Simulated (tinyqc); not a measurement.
Mirror strength against the number of periods: longitudinal sound in a periodic multilayer: transfer matrices, stop bands and folded phonons. Computed by tinyqc, a small Python program. Command: `OMP_NUM_THREADS=1 python tinyqc.py 3021069 3021070 out.jsonl multilayer walk`. One thread of a shared host (Intel(R) Xeon(R) Processor @ 2.30GHz), about 0.01 s of CPU time with the checks.

Layers 1 and 2 repeat with period d = d_1 + d_2; waves travel normal to the layers, without loss. State vector (u, s): displacement u and stress divided by omega. Impedances Z = rho v are in 1e6 kg/(m^2 s).

Inputs (values chosen for the exercise, modelled on copper (layer 1), tantalum (layer 2) and gallium arsenide (substrate)):

| quantity | value | unit |
|---|---|---|
| density rho_1 | 9.11 | g/cm^3 |
| velocity v_1 | 4750 | m/s |
| thickness d_1 | 188 | nm |
| density rho_2 | 16.7 | g/cm^3 |
| velocity v_2 | 4100 | m/s |
| thickness d_2 | 164 | nm |
| substrate density | 5.3 | g/cm^3 |
| substrate velocity | 4800 | m/s |
| frequency f | 10.4 | GHz |

Method:
- Z = rho v; interface reflection r = (Z_2 - Z_1)/(Z_2 + Z_1) (stress amplitude, from 1 into 2); Bragg frequency f_B = 1/[2 (d_1/v_1 + d_2/v_2)]; long-wave velocity v_eff = d/sqrt[(d_1/v_1)^2 + (d_2/v_2)^2 + (Z_1/Z_2 + Z_2/Z_1)(d_1/v_1)(d_2/v_2)].
- A layer maps (u, s) by [[cos p, sin p/Z], [-Z sin p, cos p]], p = 2 pi f d_i/v_i; one period is M = M_2 M_1, and cos(q d) = trace(M)/2.
- For N periods A = M^N. A wave comes from a thick layer of material 1 and leaves into the substrate (Z_s): transmitted power T = 4 Z_1 Z_s/|Z_1 A_22 + Z_s A_11 - i (Z_1 Z_s A_12 - A_21)|^2, reflected power R = 1 - T.

Bragg frequency f_B = 6.28307 GHz

Z_2 = 68.47

Z_1 = 43.2725

Z of the substrate = 25.44

trace(M)/2 = 0.440154

Transmitted power:

| N | T at f_B | T at f_B (dB) | T at f |
|---|---|---|---|
| 1 | 0.61602 | -2.1041 | 0.82508 |
| 2 | 0.31359 | -5.0363 | 0.80492 |
| 3 | 0.13923 | -8.5627 | 0.93863 |
| 4 | 0.058105 | -12.358 | 0.79883 |
| 6 | 0.0095042 | -20.221 | 0.92854 |
| 8 | 0.0015224 | -28.175 | 0.86596 |
| 12 | 3.8779e-05 | -44.114 | 0.87330 |
| 16 | 9.8709e-07 | -60.056 | 0.79420 |
| 24 | 6.3952e-10 | -91.941 | 0.77658 |

At f_B each further period removes 3.99 dB at large N, which is 20 log10 of the impedance ratio, 3.99 dB, as for a quarter-wave stack; 99 % reflection needs N = 6 among these rows. At f, in a pass band, T does not decay with N. Values below about 1e-6 belong to the ideal stack: roughness and scattering into other modes, left out here, set a floor in a real one.
